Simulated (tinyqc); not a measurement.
Thermophotovoltaic cell, detailed-balance limit: one step of the calculation.

Every photon above the gap Eg makes one pair and none below is absorbed; carriers thermalise at T and move without loss. Jsc = q F Phi(Eg, Ts); the dark current is J0 = q ge Phi(Eg, T)/ERE with the Boltzmann factor exp(V/Vt). Photons below the gap return to the emitter with reflectance Rf, and the efficiency is the electrical power over the radiant power not returned (luminescence back to the emitter is not credited).

Question. Photon flux of the source, term by term. Photon flux above E from a black body at temperature T into a hemisphere: Phi(E, T) = A sum_k exp(-k E/th)[E^2 th/k + 2 E th^2/k^2 + 2 th^3/k^3], k = 1, 2, ..., with th = kB T/q in eV and A = 2 pi q^3/(h^3 c^2). The first six terms at E = Eg, T = Ts are listed; the flux takes all.

Values chosen for this exercise: emitter temperature Ts = 1400 K; band gap Eg = 1.3 eV.

Constants: q = 1.602176634e-19 C, kB = 1.380649e-23 J/K, h = 6.62607015e-34 J s, c = 299792458 m/s. Results are converted to the units shown.

Give: th; A; terms k = 1..6; Phi(Eg, Ts).

Answer.

th = 0.1206 eV
A = 9.883e22 cm^-2 s^-1 eV^-3
terms k = 1..6 (eV^3): [5.126e-6, 4.887e-11, 6.603e-16, 1.019e-20, 1.689e-25, 2.924e-30]
Phi(Eg, Ts) = 5.066e17 cm^-2 s^-1

tinyqc, about 0.01 s, one thread, Intel Xeon 2.30GHz (shared host): `OMP_NUM_THREADS=1 python tinyqc.py 2820110 2820111 out.jsonl`
